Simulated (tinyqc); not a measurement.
Screening unbinds the donor: static screening by free carriers.

kF = (3 pi^2 n/Mv)^(1/3), EF = c kF^2/m with c = hbar^2/2m0, n in 1/angstrom^3 (1e-24 per 1/cm^3), e2 = e^2/(4 pi eps0). Thomas-Fermi: qTF^2 = 6 pi e2 n/(eps EF). Debye: qD^2 = 4 pi e2 n/(eps kB T).

F_j(eta) = (1/Gamma(j + 1)) integral_0^infinity x^j dx/(1 + exp(x - eta)), which tends to exp(eta) for eta << 0.

At finite T: qs^2 = qD^2 F_-1/2(eta)/F_1/2(eta), where n = Mv N F_1/2(eta) and N = 2 (m kB T/(4 pi c))^(3/2) with c = hbar^2/2m0, in 1/angstrom^3; times 1e24 for 1/cm^3.

Donor in the screened potential -(e2/eps) exp(-qs r)/r with the trial function exp(-r/a): E(a) = c/(m a^2) - (e2/eps) 4/(a (2 + qs a)^2), e2 = e^2/(4 pi eps0), c = hbar^2/2m0; isotropic mass.

Constants: hbar^2/2m0 = 3.80998211 eV angstrom^2; e^2/(4 pi eps0) = 14.39964547 eV angstrom; kB = 8.617333262e-05 eV/K; a0 (Bohr radius) = 0.5291772105 angstrom.

Values chosen for the exercise (near those of GaAs; not measured data):
- m = 0.0688 m0 (mass of one isotropic valley)
- Mv = 1 (valleys)
- eps = 12.2 (background dielectric constant)
- T = 200 K

All carriers n are taken as free and screen with qs(T); E(a) is minimised over a; a dash marks no bound state. aB = a0 eps/m.

Donor level:
```
n (1/cm^3),n^(1/3) aB,qs aB,E (meV),a/aB
1.0e+13,0.020,0.009,-6.18,1.000
8.0e+13,0.040,0.025,-5.99,1.000
4.0e+14,0.069,0.055,-5.62,1.002
1.0e+15,0.094,0.087,-5.26,1.005
3.0e+15,0.135,0.150,-4.59,1.015
8.0e+15,0.188,0.245,-3.70,1.036
2.0e+16,0.255,0.384,-2.60,1.086
5.0e+16,0.346,0.595,-1.33,1.209
```

aB = 93.8 angstrom

The level rises from -6.18 meV at the lowest density to -1.33 meV at 5e+16 1/cm^3, against -6.29 meV unscreened. It stays bound over this range. This trial function loses binding at qs aB = 1 and the exact Yukawa problem at 1.19; the Mott rule of thumb is n^(1/3) aB = 0.26, which the last bound row of this table passes: the rule belongs to low temperature, and thermal carriers screen more weakly.

Computed by tinyqc, a small Python program: `OMP_NUM_THREADS=1 python tinyqc.py 1652317 1652318 out.jsonl` (the numbers bound the seed that draws the inputs); one thread of a shared host (Intel(R) Xeon(R) Processor @ 2.30GHz), about 0.01 s for the whole set of steps.
